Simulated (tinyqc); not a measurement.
Nucleation and growth of vacancy voids in a cooling silicon-like crystal: one step, computed by the program tinyqc. Command: `OMP_NUM_THREADS=1 python tinyqc.py 3026386 3026387 out.jsonl voids walk`. One thread of a shared host (Intel(R) Xeon(R) Processor @ 2.30GHz), about 0.3 s of CPU time with the checks.

Spherical voids; vacancies are lost only to voids.

Problem. Nucleation rate at T with the initial excess. C_e = C_m exp[-(E_f/k_B)(1/T - 1/T_m)]; D = D0 exp(-E_m/(k_B T)); f = k_B T ln(C/C_e); r* = 2 gamma/(rho f); W* = 16 pi gamma^3/(3 rho^2 f^2); Z = f/sqrt(12 pi W* k_B T); I = rho Z (4 pi r* D C) exp(-W*/(k_B T)).

Inputs (values chosen for the exercise, for a model crystal):
```
quantity                                    value    unit
vacancy density at the melting point C_m  5.9e+14  1/cm^3
formation energy E_f                         3.79      eV
melting point T_m                            1685       K
diffusion prefactor D0                     0.0005  cm^2/s
migration energy E_m                         0.49      eV
site density rho                            5e+22  1/cm^3
void surface energy gamma                   0.822   J/m^2
temperature of the worked step T             1350       K
```

initial excess C = 1.776978e+13 1/cm^3

Constants: k_B = 8.617333262e-05 eV/K; k_B = 1.380649e-23 J/K; e = 1.602176634e-19 C.

Give: C_e; D; driving force f; critical radius r*; W*/(k_B T); rate I.

Solution.

C_e = 9.076e+11 1/cm^3

D = 7.408e-06 cm^2/s

driving force f = 0.3460 eV

critical radius r* = 0.5931 nm

W*/(k_B T) = 64.98

rate I = 1.778e-05 1/(cm^3 s)

Cooling by 10 K multiplies I by 3800: nucleation switches on within a narrow range of temperature.
